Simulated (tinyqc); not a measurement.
UHF in the 3-21g basis, for H2, spin multiplicity 3, step by step. One step of it, computed by the program tinyqc.

Question. Iteration 50 (converged): orbitals. Diagonalise F' = X^T F X, C = X C', fill 2 alpha and 0 beta electrons from the bottom; D(s) = C_occ C_occ^T. Each column has its largest component positive (the first on a tie).

converged F(alpha) (hartree), lower triangle:
```
           1H 1s      1H 2s      2H 1s      2H 2s
1H 1s  -0.100386
1H 2s  -0.611931  -0.465061
2H 1s  -0.228685  -0.354387  -0.100386
2H 2s  -0.354387  -0.390243  -0.611931  -0.465061
```

converged F(beta) (hartree), lower triangle:
```
           1H 1s      1H 2s      2H 1s     2H 2s
1H 1s   0.604934
1H 2s  -0.049985   0.082591
2H 1s  -0.117217  -0.091337   0.604934
2H 2s  -0.091337  -0.021965  -0.049985  0.082591
```

X, lower triangle:
```
           1H 1s      1H 2s      2H 1s     2H 2s
1H 1s   1.239839
1H 2s  -0.484264   1.494216
2H 1s   0.019761   0.022561   1.239839
2H 2s   0.022561  -0.490070  -0.484264  1.494216
```

Give: F' = X^T F X; orbital energies; coefficients C; F' = X^T F X; orbital energies; coefficients C; D(alpha) after iteration 50; D(beta) after iteration 50.

Answer.

F' = X^T F X (alpha) (hartree), lower triangle:
```
         1        2        3       4
1   0.4549
2  -0.7670   0.1099
3  -0.0354  -0.0733   0.4549
4  -0.0733  -0.1465  -0.7670  0.1099
```

orbital energies (alpha) (hartree): MO1 -0.6792, MO2 -0.3302, MO3 1.0622, MO4 1.0769

coefficients C (alpha):
```
          MO1      MO2      MO3      MO4
1H 1s  0.2818   0.2834   0.9058  -0.8902
1H 2s  0.3657   0.8400  -0.6907   1.1796
2H 1s  0.2818  -0.2834   0.9058   0.8902
2H 2s  0.3657  -0.8400  -0.6907  -1.1796
```

F' = X^T F X (beta) (hartree), lower triangle:
```
         1        2        3       4
1   1.0009
2  -0.4808   0.4051
3  -0.0498  -0.0398   1.0009
4  -0.0398  -0.1089  -0.4808  0.4051
```

orbital energies (beta) (hartree): MO1 0.0086, MO2 0.2662, MO3 1.2387, MO4 1.2986

coefficients C (beta):
```
          MO1      MO2      MO3      MO4
1H 1s  0.1449   0.1103   0.9375  -0.9277
1H 2s  0.4637   1.0475  -0.6291   0.9999
2H 1s  0.1449  -0.1103   0.9375   0.9277
2H 2s  0.4637  -1.0475  -0.6291  -0.9999
```

D(alpha) after iteration 50, lower triangle:
```
         1H 1s    1H 2s   2H 1s   2H 2s
1H 1s   0.1597
1H 2s   0.3411   0.8394
2H 1s  -0.0009  -0.1350  0.1597
2H 2s  -0.1350  -0.5720  0.3411  0.8394
```

D(beta) after iteration 50, lower triangle:
```
        1H 1s   1H 2s   2H 1s   2H 2s
1H 1s  0.0000
1H 2s  0.0000  0.0000
2H 1s  0.0000  0.0000  0.0000
2H 2s  0.0000  0.0000  0.0000  0.0000
```
